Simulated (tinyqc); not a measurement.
Read current of a NAND string, cells in series solved by shooting: one step of the calculation.

Cells in series, numbered from 0 at the source line (0 V) to the bit line, each followed by a gap resistance Rg. A cell with gate Vg, threshold VT, source Vs and drain Vd passes I = 2 nf K Vt^2 [F(Vs) - F(Vd)]/(1 + th max(Vg - VT, 0)), F(V) = ln^2(1 + exp((Vg - VT - nf V)/(2 nf Vt))). The selected cell has Vg = Vr, the others Vg = Vp.

Question. Node voltages for a trial current. For a trial current I start at 0 V and, cell by cell (the selected one is cell 0), solve for the drain: sqrt(F(Vd)) = sqrt(F(Vs) - I/k), k = 2 nf K Vt^2/(1 + th max(Vg - VT, 0)), Vd = [Vg - VT - 2 nf Vt ln(exp(sqrt F) - 1)]/nf, then add I Rg.

Inputs (values chosen for the exercise); values of the order met in vertical NAND strings: temperature T = 300 K; gain factor of a cell K = 9.7 uA/V^2; slope factor nf = 1.6; mobility reduction factor th = 0.19 1/V; resistance of the gap between cells Rg = 4.6 kohm; bit-line voltage Vbl = 0.5 V; pass voltage Vp = 5.6 V; read voltage on the selected word line Vr = 1.77 V.

Constants: q = 1.602176634e-19 C, kB = 1.380649e-23 J/K, Vt = kB T/q. Results are converted to the units shown.

second trial current = 0.52 uA
thresholds from the source end, cell 0 to 5 (V): 1.3  4  4  -2.3  -2.3  -2.3

Find: node voltage after each cell and gap, trial 2.

Answer.

node voltage after each cell and gap, trial 2, cell 0 to 5 (V): 0.18622  0.24420  0.30680  0.32732  0.34792  0.36861

Numbers from tinyqc (`OMP_NUM_THREADS=1 python tinyqc.py 2142221 2142222 out.jsonl`; about 1 s on one thread of a shared Intel Xeon 2.30GHz).
